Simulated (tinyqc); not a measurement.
Oxide trap near a transistor channel: two-state multiphonon kinetics, telegraph noise and bias instability: one step, computed by the program tinyqc.

An n-channel device under positive gate bias. The trap is empty (state 1) or holds an electron (state 2); both states are parabolas of equal curvature, and the electron reservoir is taken at the Fermi level of the channel.

Problem. Step height and noise. Charge-sheet step dV = e (t_ox - x)/(eps_ox eps_0 W L); Lorentzian spectrum S(f) = 4 dV^2 tau_0^2/((tau_c + tau_e)(1 + (2 pi f tau_0)^2)); corner 1/(2 pi tau_0); variance dV^2 f_2 (1 - f_2) = dV^2 tau_0/(tau_c + tau_e).

Inputs (values chosen for the exercise, with an insulator like Al2O3 on silicon):
```
quantity                         value  unit
insulator constant eps_ox         9.35     -
insulator thickness t_ox           2.2    nm
trap depth x from the interface   0.35    nm
temperature T                      350     K
channel width W                     48    nm
channel length L                    29    nm
frequency f                         40    Hz
```

Parts treated: one trap.

tau_0 = 1.103095e-05 s

capture time tau_c = 1.233798e-04 s

emission time tau_e = 1.211402e-05 s

Constants: e = 1.602176634e-19 C; eps_0 = 8.8541878128e-12 F/m.

Give: threshold step dV; corner frequency; S(f); root-mean-square noise.

Solution.

threshold step dV = 2.572 mV

corner frequency = 14428 Hz

S(f) = 2.376e-11 V^2/Hz

root-mean-square noise = 0.7339 mV

f lies below the corner, on the flat part. Random dopants and current percolation, left out here, spread real steps around this value.
